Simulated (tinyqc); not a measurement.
Sublattice potential against complex hopping: Haldane model. Computed by the program tinyqc. Command: `OMP_NUM_THREADS=1 python tinyqc.py 110181 110182 out.jsonl`; one thread of a shared host (Intel(R) Xeon(R) Processor @ 2.60GHz), about 0.07 s.

Honeycomb lattice:

| parameter | value |
|---|---|
| t1 (eV) | 1.710000 |
| t2 (eV) | 0.140000 |
| phi (rad) | 1.330000 |

H_AA = delta - 2 t2 sum cos(k.b + phi), H_BB = -delta - 2 t2 sum cos(k.b - phi), H_AB = -t1 (1 + exp(-i k.a1) + exp(-i k.a2)), b = a1, a2 - a1, -a2, m = 3 sqrt3 t2 sin(phi); the sign of the Chern number follows the orientation k1 then k2.

Gaps at the two valleys (eV) and Chern number of the lower band (12 x 12 mesh):

| delta | gap 2\|delta - m\| | gap 2\|delta + m\| | Chern number |
|---|---|---|---|
| -1.2720 | 3.9569 | 1.1311 | 0 |
| -0.9180 | 3.2489 | 0.4231 | 0 |
| -0.4240 | 2.2609 | 0.5649 | -1 |
| 0.0000 | 1.4129 | 1.4129 | -1 |
| 0.2830 | 0.8469 | 1.9789 | -1 |
| 0.5300 | 0.3529 | 2.4729 | -1 |
| 0.8830 | 0.3531 | 3.1789 | 0 |
| 1.4130 | 1.4131 | 4.2389 | 0 |

Here |m| = 0.7065 eV. For |delta| < |m| the two valleys have masses of opposite sign and the Chern number is +/-1; one gap closes at |delta| = |m|, and beyond it the band is trivial.
